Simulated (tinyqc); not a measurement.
# Pull-up strength from the switching point

Question. Transistor (EKV form, voltages against the body): I = 2 n b Vt^2 [F(vp - Vs) - F(vp - Vd)] from drain to source, F(v) = ln^2(1 + exp(v/(2 Vt))), vp = (Vg - VT + sg |Vd - Vs|)/n. n-channel bodies are at 0; for the p-channel device all voltages are counted down from Vdd. b in uA/V^2 gives I in uA. In an inverter In(Vg = Vd = VM) equals Ip at the switching point VM. Find bp and the current there.

Inputs (values chosen for the exercise): temperature T = 400 K; supply voltage Vdd = 0.75 V; slope factor n = 1.32; drain-induced barrier lowering sg = 0.082; n-channel threshold VTn = 0.27 V; p-channel threshold (magnitude) VTp = 0.45 V; gain factor of the pull-down transistor bn = 750 uA/V^2.

Constants: q = 1.602176634e-19 C, kB = 1.380649e-23 J/K, Vt = kB T/q. Results are converted to the units shown.

VM = 0.300643907 V

Solution. Ip is proportional to bp, so bp is In(VM) over the p-channel current for unit b.

bp = 980.0 uA/V^2
current at VM = 2.555 uA

tinyqc, about 0.06 s, one thread, Intel Xeon 2.30GHz (shared host): `OMP_NUM_THREADS=1 python tinyqc.py 2340146 2340147 out.jsonl`
